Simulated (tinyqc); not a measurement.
# Which input was changed?

Model: scattering rates of a carrier in a spherical band by Fermi's golden rule. Computed by tinyqc, a small Python program. Command: `OMP_NUM_THREADS=1 python tinyqc.py 3022220 3022221 out.jsonl scatter which`. One thread of a shared host (Intel(R) Xeon(R) Processor @ 2.30GHz), about 0.05 s of CPU time with the checks.

All processes here are isotropic or elastic, and the rate listed is the momentum relaxation rate.

Inputs (values chosen for the exercise, modelled on electrons in germanium):

| quantity | value | unit |
|---|---|---|
| density-of-states mass of one valley m | 0.216 | m_0 |
| non-parabolicity alpha | 0.61 | 1/eV |
| static permittivity eps_s | 16 | - |
| density rho | 5323 | kg/m^3 |
| sound velocity v_l | 5260 | m/s |
| acoustic deformation potential D_A | 10 | eV |
| phonon energy hbar w | 32.5 | meV |
| optical or intervalley deformation potential D_o | 4.3 | 1e8 eV/cm |
| final valleys Z_f | 3 | - |
| ionised impurity density N_I | 1e+15 | 1/cm^3 |
| temperature T | 400 | K |
| carrier energy E | 54 | meV |
| alloy fraction x | 0.15 | - |
| alloy potential U | 0.95 | eV |
| lattice constant a | 5.41 | angstrom |

Crystal: non-polar. Band: Kane. Impurity formula: Conwell-Weisskopf. Further scattering: alloy.

Constants: k_B = 1.380649e-23 J/K; e = 1.602176634e-19 C; hbar = 1.054571817e-34 J s; m_0 = 9.1093837015e-31 kg; hbar = 6.582119569e-16 eV s; k_B = 8.617333262e-05 eV/K; eps_0 = 8.8541878128e-12 F/m.

Method:
- Kane band: hbar^2 k^2/(2 m) = E (1 + alpha E), speed v = hbar k/(m (1 + 2 alpha E)), states per spin, volume and energy g(E) = m k (1 + 2 alpha E)/(2 pi^2 hbar^2); overlap factors are set to 1. Masses are multiplied by m_0 and all formulas are in SI units.
- Acoustic deformation potential (elastic, equipartition, absorption and emission together): 1/tau = 2 pi k_B T D_A^2 g(E)/(hbar rho v_l^2).
- Phonon occupation N_q = 1/(exp(hbar w/(k_B T)) - 1).
- Optical or intervalley deformation potential: 1/tau = (pi Z_f D_o^2/(rho w)) [N_q g(E + hbar w) + (N_q + 1) g(E - hbar w)], with g = 0 below the band edge.
- Singly charged impurities, momentum relaxation: 1/tau = N_I e^4 m (1 + 2 alpha E) Phi/(8 pi (eps_s eps_0)^2 hbar^3 k^3), with alpha = 0 for a parabolic band.
- Conwell-Weisskopf: Phi = ln(1 + y^2), y = 4 pi eps_s eps_0 E N_I^(-1/3)/e^2 (largest impact parameter N_I^(-1/3)/2).
- Alloy disorder: 1/tau = (2 pi/hbar) Omega x (1 - x) U^2 g(E), Omega = a^3/4 (other conventions for Omega rescale U).
- Rates add: 1/tau_m is the sum, and the mean free path is v tau_m.

Problem. One of these inputs alone was changed, within the range given: static permittivity eps_s (8 to 32); sound velocity v_l (2630 to 1.052e+04); optical or intervalley deformation potential D_o (2.15 to 8.6); alloy potential U (0.475 to 1.9). Which one, and to what value?

Results:

| run | mean free path (nm) | momentum relaxation time tau_m (fs) | acoustic rate (1/s) |
|---|---|---|---|
| before | 33.23180 | 117.5246 | 3.081120e+12 |
| after | 39.20651 | 138.6543 | 3.081120e+12 |

Solution.

Each candidate set to reproduce mean free path, and what it then gives:

| candidate | range searched | value needed | momentum relaxation time tau_m (fs) | acoustic rate (1/s) |
|---|---|---|---|---|
| static permittivity eps_s | 8 to 32 | out of reach | - | - |
| sound velocity v_l (m/s) | 2630 to 1.052e+04 | 6912 | 138.65 | 1.7844e+12 |
| optical or intervalley deformation potential D_o (1e8 eV/cm) | 2.15 to 8.6 | out of reach | - | - |
| alloy potential U (eV) | 0.475 to 1.9 | 0.7680 | 138.65 | 3.0811e+12 |

Only alloy potential U fits every result: it went from 0.95 to 0.768 eV. The next best candidate, sound velocity v_l, misses one result by 42 %.
